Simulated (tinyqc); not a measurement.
Length of a molecular wire: coherent transport through a tight-binding bridge. Computed by the program tinyqc. Command: `OMP_NUM_THREADS=1 python tinyqc.py 115707 115708 out.jsonl`; one thread of a shared host (Intel(R) Xeon(R) Processor @ 2.60GHz), about 1 s.

A uniform bridge between two chains:
```
parameter                        value
site energy (eV)              3.560000
hopping in the bridge (eV)    1.110000
lead hopping (eV)             2.050000
couplings (eV)              0.57, 0.98
E (eV)                       -0.190000
```

T = Gamma_L Gamma_R |G_1n|^2 with the self-energies of semi-infinite chains.

Transmission against length:
```
sites           T      ln T
2      2.2071e-03   -6.1161
3      2.3682e-04   -8.3482
4      2.5444e-05  -10.5790
5      2.7341e-06  -12.8097
6      2.9380e-07  -15.0404
7      3.1571e-08  -17.2710
8      3.3926e-09  -19.5017
9      3.6456e-10  -21.7323
10     3.9175e-11  -23.9630
```

E lies outside the band of the bridge (|E - e|/2h = 1.689 > 1), so T decays as exp(-beta n) with beta = 2 arccosh(1.689) = 2.2307 a site; the last two rows give 2.2307.
